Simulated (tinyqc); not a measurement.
Signal and retention of a DRAM cell: effect of the cell capacitance.

A stored one starts at Vd and leaks: Cs dV/dt = -I(V), I = a sqrt((V + Vb)/(Vd + Vb)) + b, with a = Ig exp[-(Eg1 q/kB)(1/T - 1/T0)] (generation in a depletion layer) and b = Is exp[-(Es q/kB)(1/T - 1/T0)]. The bit line is precharged to Vd/2, and charge sharing gives the signal (V - Vd/2) Cs/(Cs + Cb).

The cell fails below Vc = Vd/2 + dm (Cs + Cb)/Cs. With s = sqrt((Vc + Vb)/(Vd + Vb)), the time from Vd to Vc is t = [2 Cs (Vd + Vb)/a] [1 - s - (b/a) ln((a + b)/(a s + b))]. This time is the median of a log-normal spread: failing cells = Nc erfc(z/sqrt 2)/2, z = ln(t/tr)/sg.

Parameters, values chosen for the exercise: array voltage Vd = 1.3 V; bit-line capacitance Cb = 79 fF; smallest signal that the sense amplifier resolves dm = 44 mV; built-in plus back-bias voltage of the storage junction Vb = 1.36 V; junction leakage at V = Vd and T0 Ig = 1.8 fA; voltage-independent leakage at T0 Is = 0.1 fA; activation energy of Is Es = 0.25 eV; reference temperature T0 = 358 K; temperature T = 358 K; deviation of ln(retention time) over the cells sg = 0.91; cells Nc = 1.07e9; refresh interval tr = 64 ms; activation energy of Ig Eg1 = 0.56 eV.

Constants: q = 1.602176634e-19 C, kB = 1.380649e-23 J/K. Results are converted to the units shown.

Effect of the cell capacitance:
```
Cs (fF)	Vc (V)	retention time (s)	failing cells
8	1.129	0.7335	3.937e6
12	0.9837	2.058	7.325e4
16	0.9113	3.396	6827
20	0.8678	4.740	1198
24	0.8388	6.087	298.1
28	0.8181	7.436	92.94
32	0.8026	8.786	33.95
```

The retention time rises from 0.733 to 8.79 s, as Cs^(2.54) between the first two rows and Cs^(1.25) between the last two: faster than Cs, because the margin Vd - Vc grows too. It vanishes at Cs = 5.74 fF, where even a fresh one gives only dm.

Range of the model: Real arrays also hold a tail of unusually leaky cells and cells whose retention varies in time, which this model lacks.

Computed by the program tinyqc: `OMP_NUM_THREADS=1 python tinyqc.py 2130095 2130096 out.jsonl`, one thread of a shared Intel Xeon 2.30GHz, about 0.01 s for the whole run.
